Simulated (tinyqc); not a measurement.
Worked calculation: ROHF in the sto-6g basis, for H4, spin multiplicity 3. One step of it, computed by the program tinyqc.

Task: Iteration 4: building the Fock matrix. J_ij = sum D_kl (ij|kl) with D = D(alpha) + D(beta), K_ij = sum D_kl (ik|jl) for each spin; F = H + J - K(s); E = tr D H + tr D J / 2 - 0.5 sum_s tr D(s) K(s) + E_nn.

D(alpha) after iteration 3:
```
           1H 1s      2H 1s      3H 1s      4H 1s
1H 1s   0.839694  -0.053186   0.272633  -0.372575
2H 1s  -0.053186   0.792051  -0.378936   0.325644
3H 1s   0.272633  -0.378936   0.675198   0.116594
4H 1s  -0.372575   0.325644   0.116594   0.617063
```

D(beta) after iteration 3:
```
          1H 1s     2H 1s     3H 1s     4H 1s
1H 1s  0.102817  0.123478  0.143932  0.156225
2H 1s  0.123478  0.148291  0.172855  0.187618
3H 1s  0.143932  0.172855  0.201488  0.218696
4H 1s  0.156225  0.187618  0.218696  0.237374
```

core Hamiltonian H = T + V (hartree):
```
           1H 1s      2H 1s      3H 1s      4H 1s
1H 1s  -1.311499  -0.566837  -0.154962  -0.087230
2H 1s  -0.566837  -1.311499  -0.087230  -0.154962
3H 1s  -0.154962  -0.087230  -1.311499  -0.566837
4H 1s  -0.087230  -0.154962  -0.566837  -1.311499
```

Two-electron integrals (ij|kl) in chemists' order, unique and non-zero (hartree):
```
(11|11) 0.774999   (21|11) 0.181763   (21|21) 0.061566   (22|11) 0.382655
(22|21) 0.181763   (22|22) 0.774999   (31|11) 0.038786   (31|21) 0.010677
(31|22) 0.026287   (31|31) 0.003762   (32|11) 0.016889   (32|21) 0.006001
(32|22) 0.018749   (32|31) 0.001733   (32|32) 0.000986   (33|11) 0.240992
(33|21) 0.074022   (33|22) 0.206053   (33|31) 0.038786   (33|32) 0.018749
(33|33) 0.774999   (41|11) 0.018749   (41|21) 0.006001   (41|22) 0.016889
(41|31) 0.001733   (41|32) 0.000963   (41|33) 0.016889   (41|41) 0.000986
(42|11) 0.026287   (42|21) 0.010677   (42|22) 0.038786   (42|31) 0.002561
(42|32) 0.001733   (42|33) 0.026287   (42|41) 0.001733   (42|42) 0.003762
(43|11) 0.074022   (43|21) 0.024682   (43|22) 0.074022   (43|31) 0.010677
(43|32) 0.006001   (43|33) 0.181763   (43|41) 0.006001   (43|42) 0.010677
(43|43) 0.061566   (44|11) 0.206053   (44|21) 0.074022   (44|22) 0.240992
(44|31) 0.026287   (44|32) 0.016889   (44|33) 0.382655   (44|41) 0.018749
(44|42) 0.038786   (44|43) 0.181763   (44|44) 0.774999
```

nuclear repulsion = 1.68729123 hartree

Give: Coulomb J; exchange K(alpha); exchange K(beta); F(alpha); F(beta); total energy of this density.

Result:

Coulomb J (hartree):
```
        1H 1s   2H 1s   3H 1s   4H 1s
1H 1s  1.5970  0.5104  0.1307  0.0716
2H 1s  0.5104  1.5978  0.0717  0.1306
3H 1s  0.1307  0.0717  1.6038  0.5136
4H 1s  0.0716  0.1306  0.5136  1.5974
```

exchange K(alpha) (hartree):
```
        1H 1s   2H 1s   3H 1s   4H 1s
1H 1s  0.6867  0.2678  0.0871  0.0029
2H 1s  0.2678  0.6560  0.0018  0.0953
3H 1s  0.0871  0.0018  0.6103  0.2815
4H 1s  0.0029  0.0953  0.2815  0.5723
```

exchange K(beta) (hartree):
```
        1H 1s   2H 1s   3H 1s   4H 1s
1H 1s  0.1584  0.1218  0.0885  0.0833
2H 1s  0.1218  0.1941  0.0864  0.1008
3H 1s  0.0885  0.0864  0.2745  0.1976
4H 1s  0.0833  0.1008  0.1976  0.3028
```

F(alpha) (hartree):
```
         1H 1s    2H 1s    3H 1s    4H 1s
1H 1s  -0.4012  -0.3243  -0.1114  -0.0185
2H 1s  -0.3243  -0.3696  -0.0174  -0.1196
3H 1s  -0.1114  -0.0174  -0.3180  -0.3348
4H 1s  -0.0185  -0.1196  -0.3348  -0.2864
```

F(beta) (hartree):
```
         1H 1s    2H 1s    3H 1s    4H 1s
1H 1s   0.1271  -0.1783  -0.1128  -0.0989
2H 1s  -0.1783   0.0923  -0.1019  -0.1251
3H 1s  -0.1128  -0.1019   0.0179  -0.2508
4H 1s  -0.0989  -0.1251  -0.2508  -0.0169
```

total energy of this density = -1.744330 hartree
